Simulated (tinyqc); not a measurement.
# On-chip interconnect, size-dependent resistivity and RC delay: course in time

A rectangular line between two neighbours and two ground planes. Surface and grain-boundary scattering are added to the bulk resistivity as corrections; capacitances are parallel-plate values without fringing; inductance is ignored.

4 equal pi sections: series Rs = r Lw/4; node capacitances c Lw/4, halved at nodes 0 and 4, with Cl added to node 4; Rd feeds node 0. Elmore delay of node k: the sum, over the resistors on the path to k, of resistance times all capacitance downstream of it.

A 1 V step is applied behind Rd at t = 0. C dv/dt = -G v + b, with G the conductance matrix of the ladder (1/Rs between neighbours, 1/Rd added at node 0) and b = (1 V/Rd, 0, ...). Trapezoidal step: (C/dt + G/2) v(new) = (C/dt - G/2) v + b. The last column solves the same ladder exactly by its modes.

Parameters, values chosen for the exercise:

| symbol | value | unit | meaning |
|---|---|---|---|
| Rd | 1900 | ohm | driver resistance |
| dt | 82 | ps | time step |

Rs = 1110.57 ohm
C, node 0 to 4 (fF): [7.58674, 15.1735, 15.1735, 15.1735, 8.98674]

Voltages (V):
```
t (ps),node 0,node 2,node 4,"node 4, exact"
82.000,0.9352,0.28233,0.14131,0.18180
164.00,0.5729,0.55768,0.43445,0.43145
246.00,0.9728,0.65432,0.62138,0.60749
328.00,0.7826,0.79091,0.72624,0.72908
410.00,1.0041,0.83873,0.82190,0.81300
492.00,0.8822,0.89898,0.87150,0.87093
574.00,1.0148,0.92593,0.91487,0.91091
656.00,0.9337,0.95046,0.94019,0.93851
738.00,1.0158,0.96658,0.95910,0.95756
820.00,0.9614,0.97528,0.97227,0.97070
902.00,1.0134,0.98533,0.98030,0.97978
984.00,0.9769,0.98738,0.98718,0.98604
```

What do the numbers show?

The far end of the ladder reaches 0.5 V at 192.5 ps, 0.743 of its Elmore delay (ln 2 = 0.693 for a single pole); the slowest mode has a time constant of 221.2 ps. The largest error of the trapezoidal steps at that node is 40 mV. Node 0 swings up and down from step to step: the trapezoidal rule does not damp modes much faster than dt, so these swings are numerical.

Range of the model: The metal width is under the mean free path, where the thick-limit surface term and the simple sum of corrections lose accuracy.

Program tinyqc, `OMP_NUM_THREADS=1 python tinyqc.py 2100033 2100034 out.jsonl`; Intel Xeon 2.30GHz, shared host, one thread, about 0.01 s.
